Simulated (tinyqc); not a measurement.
Energies of the polytypes: polytypes and stacking faults of a tetrahedral semiconductor in an axial Ising model with couplings up to third neighbours. Computed by tinyqc, a small Python program. Command: `OMP_NUM_THREADS=1 python tinyqc.py 3007457 3007458 out.jsonl polytype walk`. One thread of a shared host (Intel(R) Xeon(R) Processor @ 2.30GHz), about 0.01 s of CPU time with the checks.

Each double layer has s = +1 or -1 for the sense of its stacking step; E per pair of atoms = E0 - sum_n J_n <s_i s_(i+n)>, n = 1, 2, 3. Hexagonality h = (1 - <s_i s_(i+1)>)/2.

Inputs (values chosen for the exercise, of the order of those of SiC for J, a, G and the gaps):

| quantity | value | unit |
|---|---|---|
| J1 | 2.36 | meV/pair |
| J2 | -3.61 | meV/pair |
| J3 | -0.24 | meV/pair |
| gap of 3C | 2.39 | eV |
| gap of 4H | 3.26 | eV |

Method. E - E(3C) = sum_n J_n (1 - C_n), C_n = <s_i s_(i+n)>. The gap is taken linear in h between 3C (h = 0) and 4H (h = 1/2), a rough rule, with a dash beyond.

correlations of the repeat units 3C (+), 2H (+-), 4H (++--), 6H (+++---), 15R (+++--), 8H (++++----), 21R (++++---), 9R (++-):
```
        n = 1     n = 2     n = 3
3C    1.00000   1.00000   1.00000
2H   -1.00000   1.00000  -1.00000
4H    0.00000  -1.00000   0.00000
6H    0.33333  -0.33333  -1.00000
15R   0.20000  -0.60000  -0.60000
8H    0.50000   0.00000  -0.50000
21R   0.42857  -0.14286  -0.71429
9R   -0.33333  -0.33333   1.00000
```

Polytypes:

| polytype | h | E - E(3C) (meV/pair) | gap by the linear rule (eV) |
|---|---|---|---|
| 3C | 0.0000 | 0.0000 | 2.3900 |
| 2H | 1.0000 | 4.2400 | - |
| 4H | 0.5000 | -5.1000 | 3.2600 |
| 6H | 0.3333 | -3.7200 | 2.9700 |
| 15R | 0.4000 | -4.2720 | 3.0860 |
| 8H | 0.2500 | -2.7900 | 2.8250 |
| 21R | 0.2857 | -3.1886 | 2.8871 |
| 9R | 0.6667 | -1.6667 | - |

E(2H) - E(3C) = 4.24 meV/pair

E(4H) - E(3C) = -5.1 meV/pair

E(6H) - E(3C) = -3.72 meV/pair

What follows from these numbers?

The lowest is 4H, 0.828 meV/pair below 15R. J1/|J2| = 0.65: for J3 = 0 and J2 < 0 the ground state is 2H below -2, 4H between -2 and 2, and 3C above 2; at 2 itself all periods with bands of two or more layers are degenerate.

Extremes, crossings and ranges named in words are read from the listed rows.
